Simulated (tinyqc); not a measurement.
Strain, valley repopulation and piezoresistance in a many-valley conduction band: one step, computed by the program tinyqc. Command: `OMP_NUM_THREADS=1 python tinyqc.py 3011079 3011080 out.jsonl valleys walk`. One thread of a shared host (Intel(R) Xeon(R) Processor @ 2.30GHz), about 0.03 s of CPU time with the checks.

Valleys are ellipsoids with mass m_l along the axis a and m_t across it, parabolic, with one constant relaxation time; strain shifts the valleys and leaves the masses alone. Currents are taken along [110], along the load, and along [001], across the load.

Question. Valley shifts. Herring-Vogt shift of a valley with unit axis a: dE = Xi_d tr(e) + Xi_u a.e.a.

Inputs (values chosen for the exercise, modelled on silicon): shear deformation potential Xi_u = 9.21 eV; dilation deformation potential Xi_d = 1.1 eV.

Valley axes: <100> (6 valleys in 3 pairs). Load: uniaxial [110].

strain tensor (%):
```
             x            y           z
x  -0.02542579  -0.02918782  0.00000000
y  -0.02918782  -0.02542579  0.00000000
z   0.00000000   0.00000000  0.01945226
```

Constants: k_B = 8.617333262e-05 eV/K.

Give: shifts dE; splitting (highest minus lowest).

Answer.

shifts dE (meV): x -2.687, y -2.687, z 1.446

splitting (highest minus lowest) = 4.133 meV
